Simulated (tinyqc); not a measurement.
## Inverter chain driving a load

N inverters, each f = Hc^(1/N) times larger than the one before: delay tau N (f + pp). Switched capacitance in units of the first input, with output capacitance pp times the input: Hc + (1 + pp)(Hc - 1)/(f - 1).

Parameters, values chosen for the exercise: load over the input capacitance of the chain Hc = 32; parasitic delay of an inverter pp = 0; delay unit tau = 5.2 ps.

Inverter chain driving a load:
```
N,f,delay (ps),switched capacitance
1,32.00,166.4,33.00
2,5.657,58.83,38.66
3,3.175,49.53,46.25
4,2.378,49.47,54.49
5,2.000,52.00,63.00
6,1.782,55.59,71.65
7,1.641,59.72,80.39
```

The delay goes from 166 through a minimum of 49.5 (at N = 4 among the rows listed) to 59.7 ps. The best stage effort solves pp + rho (1 - ln rho) = 0, rho = 2.72, which gives N = ln Hc/ln rho = 3.47. One stage fewer than the best costs 0.11 % in delay and saves 15 % of the switched capacitance.

tinyqc, about 0.01 s, one thread, Intel Xeon 2.30GHz (shared host): `OMP_NUM_THREADS=1 python tinyqc.py 2082141 2082142 out.jsonl`
